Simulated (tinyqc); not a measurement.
Inside a calculation. Model: spin coating of a resist or spin-on film: centrifugal thinning, evaporation and the final thickness (Emslie and Meyerhofer models). Computed by tinyqc, a small Python program that keeps every step. Command: `OMP_NUM_THREADS=1 python tinyqc.py 3111184 3111185 out.jsonl spincoat walk`. One thread of a shared host (Intel(R) Xeon(R) Processor @ 2.30GHz), about 0.08 s of CPU time with the checks. Intermediate numbers are printed to about 6 digits and carried at full precision; extremes and crossings named in words are read from the listed rows.

A Newtonian film stays uniform over the wafer; solvent and solids have the same density and the concentration is uniform through the thickness.

Inputs (values chosen for the exercise, of the order of those of a polymer resist in an ester solvent):

| quantity | value | unit |
|---|---|---|
| solids volume fraction c0 | 0.12 | - |
| kinematic viscosity of the solvent nu_s | 2.4 | mm^2/s |
| viscosity constant k | 1400 | mm^2/s |
| viscosity exponent gamma | 2.8 | - |
| spin speed f | 800 | rpm |
| evaporation rate at 1000 rpm e0 | 0.063 | micrometre/s |
| starting thickness h0 | 200 | micrometre |
| time t | 0.85 | s |
| wafer radius R | 50 | mm |
| shrinkage in the bake | 15 | % |

## Rates

omega = 2 pi f/60; nu(c) = nu_s + k c^gamma; evaporation rate e = e0 sqrt(f/1000 rpm). Flow constant K = 2 omega^2/(3 nu(c0)); Reynolds number of the air omega R^2/nu_air with nu_air = 15 mm^2/s.

omega = 83.7758 1/s

nu(c0) = 6.09688 mm^2/s

evaporation rate e = 0.0563489 micrometre/s

flow constant K = 7.67429e-04 1/(micrometre^2 s)

Reynolds number of the air = 13962.6

## Thinning without evaporation

dh/dt = -K h^3 gives h = h0/sqrt(1 + 2 K h0^2 t); for long times h = 1/sqrt(2 K t).

h(t) without evaporation = 27.4242 micrometre

long-time form = 27.6858 micrometre

time 1/(2 K h0^2) = 0.0162882 s

The long-time form is within 0.95 %: the starting thickness is forgotten.

## The two-stage estimate

Meyerhofer estimate: flow rules until (1 - c0) K h^3 = e, then evaporation alone: h_w = (e/((1 - c0) K))^(1/3), dry film c0 h_w.

wet thickness h_w = 4.36973 micrometre

dry film, estimate = 524.368 nm

drying time (1 - c0) h_w/e = 68.2420 s

## First explicit step of the full model

Solids s and liquid l per area start at s = c0 h0, l = (1 - c0) h0. With h = h0 and c = c0: Q = K h^3, K = 2 omega^2/(3 nu); one Euler step of length dt = 0.01 h0/Q for s and l, ds/dt = -c Q, dl/dt = -(1 - c) Q - e.

Q = 6139.43 micrometre/s

dt = 3.25763e-04 s

s = 23.76 micrometre

l = 174.240 micrometre

Q/e at the start = 108954

## The full model

Full model for solids s and liquid l per area, h = s + l, c = s/h: ds/dt = -c Q, dl/dt = -(1 - c) Q - e, Q = 2 omega^2 h^3/(3 nu(c)); integrated adaptively (relative tolerance 1e-9) until l = 0. Dry film = s at l = 0, before the bake; film after the bake = s x (1 - shrinkage).

time to dry = 89.0199 s

dry film = 595.632 nm

film after the bake = 506.287 nm

## Course in time

Times are fractions of the time to dry.

History:

| fraction | t (s) | h (micrometre) | c | nu (mm^2/s) | Q/e | s (nm) |
|---|---|---|---|---|---|---|
| 0.003 | 0.2671 | 47.9490 | 0.120026 | 6.099 | 1.50083e+03 | 5755.14 |
| 0.010 | 0.8902 | 26.8003 | 0.120152 | 6.110 | 2.61600e+02 | 3220.12 |
| 0.030 | 2.6706 | 15.5454 | 0.120781 | 6.165 | 5.06012e+01 | 1877.58 |
| 0.100 | 8.9020 | 8.4569 | 0.124822 | 6.528 | 7.69321e+00 | 1055.61 |
| 0.200 | 17.8040 | 5.8540 | 0.134282 | 7.465 | 2.23151e+00 | 786.09 |
| 0.350 | 31.1570 | 4.1868 | 0.156680 | 10.201 | 5.97388e-01 | 655.99 |
| 0.500 | 44.5100 | 3.1796 | 0.192725 | 16.330 | 1.63446e-01 | 612.78 |
| 0.700 | 62.3140 | 2.1061 | 0.283700 | 43.527 | 1.78201e-02 | 597.49 |
| 0.900 | 80.1179 | 1.0973 | 0.542846 | 255.460 | 4.29473e-04 | 595.68 |

Q/e drops below 1 between t = 18 and 31 s, when c has risen from 0.12 to about 0.157; after that row the solids fall by a further 9 %. The full model gives 1.14 times the two-stage estimate.

## Spin curve

The formulas are those given above.

Dry film against speed:

| f (rpm) | full model (nm) | estimate (nm) | time to dry (s) |
|---|---|---|---|
| 500 | 753.418 | 663.279 | 142.416 |
| 1000 | 532.750 | 469.009 | 71.219 |
| 1500 | 434.990 | 382.944 | 47.481 |
| 2000 | 376.712 | 331.639 | 35.612 |
| 3000 | 307.584 | 270.782 | 23.742 |
| 4000 | 266.376 | 234.504 | 17.807 |
| 6000 | 217.495 | 191.472 | 11.871 |

The full thickness goes as f^-0.500; the estimate as (e/omega^2)^(1/3) = f^(-1/2). The time to dry goes as f^-1.00. A thickness window of 1 % allows a speed error of about 2 %.

Checks made by the program: constant-viscosity run against c0 h0 exp(-int K h^2 dt) (relative difference 1e-05).
